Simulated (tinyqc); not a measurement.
MOS capacitor on a p-type substrate, surface potential from the exact charge relation: effect of the reverse bias of the inversion layer against the body on threshold and swing.

Uniform p-type substrate, Boltzmann statistics, full ionisation, classical densities. psi is the surface potential against the body (positive when the bands bend down) and u = psi/Vt. Traps are spread evenly over the gap and neutral at flat band, so their charge is -q Dit psi; the minority quasi-Fermi level is shifted by Vb.

ni = sqrt(Nc Nv) exp(-Eg/(2 Vt)), Eg in volts; phiF = Vt ln(N/ni); Cox = eps0 eox/tox; Vfb = phiM - chi - (Eg - Vt ln(Nv/N)) - q Nf/Cox; VT = Vfb + [(2 phiF + Vb)(1 + q Dit/Cox) + sqrt(2 eps0 eps_r q N (2 phiF + Vb))/Cox]. gamma = sqrt(2 eps0 eps_r q N)/Cox; Wm = sqrt(2 eps0 eps_r (2 phiF + Vb)/(q N)); m = 1 + (eps0 eps_r/Wm + q Dit)/Cox; swing m Vt ln 10; Cmin/Cox = 1/(1 + Cox Wm/(eps0 eps_r)).

Values chosen for this exercise; band and dielectric values close to those of silicon:
- T = 300 K (temperature)
- Eg = 1.1 eV (band gap)
- eps_r = 11.7 (relative permittivity)
- Nc = 2.76e19 cm^-3 (conduction-band density of states at T)
- Nv = 2.62e19 cm^-3 (valence-band density of states at T)
- chi = 4.01 eV (electron affinity)
- N = 5.1e15 cm^-3 (acceptor density of the substrate)
- eox = 3.9 (relative permittivity of the gate insulator (close to silicon dioxide))
- tox = 2.1 nm (insulator thickness)
- phiM = 4.66 eV (gate work function)
- Nf = -3.4e10 cm^-2 (fixed charge at the interface, in units of q)
- Dit = 0 cm^-2 eV^-1 (density of interface traps)

Constants: q = 1.602176634e-19 C, kB = 1.380649e-23 J/K, Vt = kB T/q, eps0 = 8.8541878128e-14 F/cm where lengths are in cm. Results are converted to the units shown.

The same in every row: Vfb (V) = -0.2258; 2 phiF (V) = 0.6569; gamma (V^0.5) = 0.02502.

Effect of the reverse bias of the inversion layer against the body on threshold and swing:
```
Vb (V)  VT (V)  Wm (nm)      m  swing (mV/decade)  Cmin/Cox
0       0.4514    408.1  1.015              60.45   0.01520
0.4     0.8568    517.7  1.012              60.25   0.01202
0.8      1.261    607.8  1.010              60.14   0.01026
1.2      1.665    686.2  1.009              60.07  0.009098
1.6      2.069    756.5  1.008              60.02  0.008259
2        2.472    820.8  1.008              59.98  0.007617
2.4      2.875    880.4  1.007              59.95  0.007105
2.8      3.278    936.2  1.007              59.93  0.006684
```

As Vb goes from 0 to 2.8, VT rises from 0.451 to 3.28 V, the swing falls from 60.4 to 59.9 mV/decade and Cmin/Cox falls from 0.0152 to 0.00668. Vfb does not move. The slope |dVT/dVb| between the first two rows is 1.01, close to m (VT is counted against the body; against the source it is m - 1).

Program tinyqc, `OMP_NUM_THREADS=1 python tinyqc.py 2060116 2060117 out.jsonl`; Intel Xeon 2.30GHz, shared host, one thread, about 0.01 s.
